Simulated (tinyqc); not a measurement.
Inside a calculation. Model: MOS capacitor on an n-type substrate, surface potential from the exact charge relation.

tinyqc, about 0.01 s, one thread, Intel Xeon 2.30GHz (shared host): `OMP_NUM_THREADS=1 python tinyqc.py 2060030 2060031 out.jsonl` Printed values are rounded.

Uniform n-type substrate, Boltzmann statistics, full ionisation, classical densities. psi is the surface potential against the body (positive when the bands bend down) and u = -psi/Vt. Traps are spread evenly over the gap and neutral at flat band, so their charge is -q Dit psi; the minority quasi-Fermi level is shifted by Vb.

Inputs (values chosen for the exercise); band and dielectric values those of a made-up semiconductor:
- T = 350 K (temperature)
- Eg = 1.24 eV (band gap)
- eps_r = 9.18 (relative permittivity)
- Nc = 4.28e19 cm^-3 (conduction-band density of states at T)
- Nv = 2.84e19 cm^-3 (valence-band density of states at T)
- chi = 3.7 eV (electron affinity)
- N = 8.3e17 cm^-3 (donor density of the substrate)
- eox = 3.9 (relative permittivity of the gate insulator (close to silicon dioxide))
- tox = 10 nm (insulator thickness)
- phiM = 4.81 eV (gate work function)
- Nf = 0 cm^-2 (fixed charge at the interface, in units of q)
- Dit = 0 cm^-2 eV^-1 (density of interface traps)
- Vb = 1.5 V (reverse bias of the inversion layer against the body)
- Vg = -4.54 V (gate voltage against the body)

Constants: q = 1.602176634e-19 C, kB = 1.380649e-23 J/K, Vt = kB T/q, eps0 = 8.8541878128e-14 F/cm where lengths are in cm. Results are converted to the units shown.

Range of the model: At this gate voltage the surface density exceeds 0.3 of the band density of states, so degeneracy and confinement would lower the charge and capacitance.

## Flat band, threshold and scales

ni = sqrt(Nc Nv) exp(-Eg/(2 Vt)), Eg in volts; phiF = Vt ln(N/ni); Cox = eps0 eox/tox; Vfb = phiM - chi - Vt ln(Nc/N) - q Nf/Cox; Q0 = sqrt(2 eps0 eps_r q N Vt); r = (ni/N)^2 exp(-Vb/Vt); VT = Vfb - [(2 phiF + Vb)(1 + q Dit/Cox) + sqrt(2 eps0 eps_r q N (2 phiF + Vb))/Cox].

ni = 4.11883e10 cm^-3
phiF = 0.507266 V
Cox = 0.345313 uF/cm^2
Vfb = 0.991080 V
Q0 = 80.7468 nC/cm^2
r = 6.19930e-37
VT = -3.65856 V

## Starting value

psi = Vg - Vfb, limited to the range from +4 Vt to -(2 phiF + Vb + 4 Vt).

psi at the start = -2.63517 V

## Iteration 1: Newton step for the surface potential

u = -psi/Vt; F^2 = exp(-u) + u - 1 + r (exp(u) - u - 1); Qs = +sign(u) Q0 F; Cs = -dQs/dpsi = (Q0/Vt) |1 - exp(-u) + r (exp(u) - 1)|/(2 F). f = Vfb + psi + (q Dit psi - Qs)/Cox - Vg, f' = 1 + (Cs + q Dit)/Cox, psi(new) = psi - f/f'.

u = 87.3712
F = 11.8731
Qs = 958.711 nC/cm^2
Cs = 6.26834 uF/cm^2
f = 0.119555 V
f' = 19.1526
psi after iteration 1 = -2.64142 V

## Iteration 2: Newton step for the surface potential

As before.

u = 87.5782
F = 12.3988
Qs = 1001.17 nC/cm^2
Cs = 7.35793 uF/cm^2
f = -0.00963022 V
f' = 22.3080
psi after iteration 2 = -2.64098 V

## Iteration 3: Newton step for the surface potential

As before.

u = 87.5639
F = 12.3597
Qs = 998.006 nC/cm^2
Cs = 7.27787 uF/cm^2
f = -5.01222e-5 V
f' = 22.0761
psi after iteration 3 = -2.64098 V

## Course of the Newton iteration

Stop when the step is below 1e-10 V, or after 60 iterations.

Course of the iteration:
```
iteration  psi before the step (V)     f (V)  step (V)
1                         -2.63517     0.120  -6.24e-3
2                         -2.64142  -9.63e-3   4.32e-4
3                         -2.64098  -5.01e-5   2.27e-6
4                         -2.64098  -1.38e-9  6.24e-11
```

Converged in 4 iterations.

## Charges, field and capacitances at the solution

converged psi = -2.64098 V

u = -psi/Vt; F^2 = exp(-u) + u - 1 + r (exp(u) - u - 1); Qs = +sign(u) Q0 F; Cs = -dQs/dpsi = (Q0/Vt) |1 - exp(-u) + r (exp(u) - 1)|/(2 F). Low frequency: 1/C_LF = 1/Cox + 1/(Cs + q Dit). High frequency, in the simple estimate in which traps and minority carriers do not follow: 1/C_HF = 1/Cox + 1/Cd, Cd being Cs with r = 0 at the same psi. Minority sheet density N_inv = (Q0/(2 q)) int_0^u r (exp(t) - 1)/F(t) dt for u > 0. Oxide field |Qs - q Dit psi + q Nf|/(eps0 eox).

Qs = 997.989 nC/cm^2
N_inv = 1.54832e12 cm^-2
oxide field = 2.89010 MV/cm
Cs = 7.27745 uF/cm^2
C_LF/Cox = 0.954700
C_HF/Cox = 0.294110

The surface is in strong inversion (borders at |psi| = 0, phiF + Vb and 2 phiF + Vb = 2.51 V). Minority carriers make up 24.9 % of Qs.
